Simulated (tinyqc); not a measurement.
Smoothing against break-up: capillary instabilities by surface diffusion: grooving and agglomeration of films, edge retraction, wire break-up and smoothing of roughness. Computed by tinyqc, a small Python program. Command: `OMP_NUM_THREADS=1 python tinyqc.py 3028134 3028135 out.jsonl dewet walk`. One thread of a shared host (Intel(R) Xeon(R) Processor @ 2.30GHz), about 0.01 s of CPU time with the checks.

Isotropic surface energy; shapes change by surface diffusion alone.

Inputs (values chosen for the exercise, of the order of those of a nickel silicide film): surface energy gamma_s = 1.55 J/m^2; grain-boundary energy gamma_b = 0.65 J/m^2; interface energy gamma_i = 0.97 J/m^2; atomic volume Omega = 12.2 angstrom^3; surface sites nu = 7.8 1/nm^2; prefactor D0 = 4.2e-05 m^2/s; activation energy Q = 2 eV; temperature T = 822 K; film thickness h = 3.5 nm; grain radius R = 49 nm; wire radius r = 2.2 nm; initial ripple over radius = 0.01; roughness wavelength lambda = 29 nm.

Grooves: at the surface and the interface.

Constants: k_B = 8.617333262e-05 eV/K; k_B = 1.380649e-23 J/K.

Method:
- Groove angle beta: sin(beta) = gamma_b/(2 gamma). For circular grains of radius R with spherical caps the groove ends (measured from the mean surface) at the depth R g(beta), g = (2 - 3 cos beta + cos^3 beta)/(3 sin^3 beta). The film parts if R [g(beta_s) + g(beta_i)] > h.
- B = D_s nu gamma_s Omega^2/(k_B T), D_s = D0 exp(-Q/(k_B T)).
- A wire with r + A cos(k z) has dA/dt = (B/r^4) (kr)^2 [1 - (kr)^2] A: unstable for wavelengths above 2 pi r, fastest at kr = 1/sqrt 2 with the rate B/(4 r^4); break-up time about (4 r^4/B) ln(r/A0); each wavelength makes a sphere of radius (3 r^2 lambda_m/4)^(1/3).
- Roughness of wavelength lambda on a flat face decays as exp[-B (2 pi/lambda)^4 t]; the smoothing time is that for a factor e^3.

beta_s = 12.1034 degrees

Times (s); the last column is (h/(0.780 tan beta_s))^4/B:
```
T (K)  B (nm^4/s)   smoothing  wire break-up  groove to depth h
699    2.9776e-02  4.5722e+04     1.4492e+04         6.4382e+06
740    1.7703e-01  7.6902e+03     2.4375e+03         1.0829e+06
781    8.7036e-01  1.5642e+03     4.9579e+02         2.2026e+05
822    3.6409e+00  3.7393e+02     1.1852e+02         5.2654e+04
863    1.3263e+01  1.0265e+02     3.2536e+01         1.4455e+04
904    4.2874e+01  3.1754e+01     1.0065e+01         4.4714e+03
986    3.3248e+02  4.0948e+00     1.2979e+00         5.7660e+02
```

All times share 1/B, so their ratios do not depend on T: break-up over smoothing is 0.32. The wire breaks before this roughness is smoothed, at any temperature. Smoothing is safe for lambda well below 2 pi r, above which a ripple along the wire grows instead. B spans 4.0 decades over these rows.
